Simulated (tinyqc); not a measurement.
Comparisons within one model: gated graphene: carriers, quantum capacitance and optical conductivity. A value that a table varies takes the place of the one given here.

Cones E = +/- hv |k|, four flavours, D(E) = 2|E|/(pi hv^2). n = (2/pi)(kT/hv)^2 F_1(mu/kT), p = (2/pi)(kT/hv)^2 F_1(-mu/kT), in 1/angstrom^2 (1e16 for 1/cm^2); F_1(eta) = integral_0^infinity x dx/(1 + exp(x - eta)). Cq/e^2 = d(n - p)/d mu = (2 kT/(pi hv^2)) ln(2 + 2 cosh(mu/kT)).

Gate: V = mu/e + e (n - p)/Cox with Cox/e^2 = k/(4 pi e2 t), t in angstrom, e2 = e^2/(4 pi eps0); 1/(eV angstrom^2) in C/e^2 equals 1602.176634 microfarad/cm^2; total 1/C = 1/Cox + 1/Cq.

Conductivity over sigma0 = e^2/(4 hbar): interband Re = sinh(E/2kT)/(cosh(mu/kT) + cosh(E/2kT)); intraband Re = (8 kT/pi) ln(2 cosh(mu/2kT)) Gm/(E^2 + Gm^2). A free sheet absorbs about pi alpha_f Re(sigma/sigma0), alpha_f the fine-structure constant (alpha among the constants).

Constants: kB = 8.617333262e-05 eV/K; e^2/(4 pi eps0) = 14.39964547 eV angstrom; fine-structure constant alpha = 0.007297352564.

Inputs chosen for the exercise (Fermi velocity near that of graphene, gate dielectric near SiO2; the results hold for these values, not for the real material):
```
symbol  value  unit         meaning
hv      7.01   eV angstrom  hbar vF
T       150    K
k       4.09                dielectric constant of the gate layer
t       285    nm           its thickness
Gm      10     meV          intraband damping
V       21.75  V            gate voltage from the neutrality point
```

## Gate sweep

Results:
```
V (V)  mu (eV)  n - p (1/cm^2)  n + p (1/cm^2)  Cq (microfarad/cm^2)  C/Cox  Cox V/e (1/cm^2)
0       0.0000               0        3.56e+10                 0.372  0.967                 0
0.65    0.0192        5.00e+10        5.94e+10                 0.507  0.976          5.16e+10
1.7     0.0389        1.32e+11        1.34e+11                 0.834  0.985          1.35e+11
4.4     0.0690        3.43e+11        3.44e+11                  1.43  0.991          3.49e+11
8.7     0.0999        6.82e+11        6.82e+11                  2.07  0.994          6.90e+11
15      0.1329        1.18e+12        1.18e+12                  2.76  0.995          1.19e+12
22      0.1618        1.73e+12        1.73e+12                  3.36  0.996          1.74e+12
33      0.1990        2.60e+12        2.60e+12                  4.13  0.997          2.62e+12
48      0.2407        3.79e+12        3.79e+12                  5.00  0.997          3.81e+12
```

At neutrality n + p = 3.56e+10 1/cm^2 of thermal carriers remain and C/Cox = 0.967; at the last row C/Cox = 0.997 and the plain capacitor rule overstates n - p by 0.5 %. Between the last two rows mu goes as V^0.51; for |mu| well above kT the limits are 1/2 where Cox is small against Cq and 1 where it is large.

## Absorption spectrum

mu = 0.16088 eV

Results:
```
E (eV)  interband  intraband  absorption (%)
0.032      0.0000     1.8224           4.178
0.064      0.0000     0.4882           1.119
0.113      0.0003     0.1592           0.366
0.161      0.0020     0.0787           0.185
0.225      0.0231     0.0404           0.146
0.273      0.1317     0.0274           0.365
0.322      0.5023     0.0197           1.197
0.370      0.8660     0.0150           2.020
0.418      0.9764     0.0117           2.265
0.515      0.9994     0.0077           2.309
0.644      1.0000     0.0049           2.304
0.965      1.0000     0.0022           2.298
```

The edge lies at 2|mu| = 0.322 eV and, for |mu| above about 3 kT (here 12.4), rises from 10 % to 90 % over about 8.8 kT = 0.114 eV. The absorption is lowest, 0.146 %, at 0.225 eV of those listed, between the Drude tail and the edge; at the last row it is 2.298 % against pi alpha_f = 2.293 %. The thin-sheet formula fails where the absorption is large, and trigonal warping matters above about 1.5 eV.

## What moves the Fermi level

All results formed anew. Each row changes one parameter from the base and keeps the others.

Results:
```
case                   mu (eV)  n - p (1/cm^2)   C/Cox
base                    0.1609       1.712e+12  0.9962
V = 28.275 V            0.1840       2.228e+12  0.9967
t = 199.5 nm            0.1928       2.442e+12  0.9955
k = 4.91                0.1765       2.054e+12  0.9959
hv = 7.71 eV angstrom   0.1772       1.711e+12  0.9958
T = 250 K               0.1578       1.712e+12  0.9961
```

The largest shifts from the base row, up to three for each result and ties (the steps differ in size, so this ranks the rows, not the parameters). mu (eV): t +0.0319, V +0.0231, hv +0.0163. n - p (1/cm^2): t +7.30e+11, V +5.16e+11, k +3.42e+11; unchanged at the printed digits by T. C/Cox: t -0.0007, V +0.0005, hv -0.0004, k -0.0004.

(tinyqc, `OMP_NUM_THREADS=1 python tinyqc.py 1652233 1652234 out.jsonl`, Intel(R) Xeon(R) Processor @ 2.30GHz, 1 thread, shared host, about 0.01 s.)
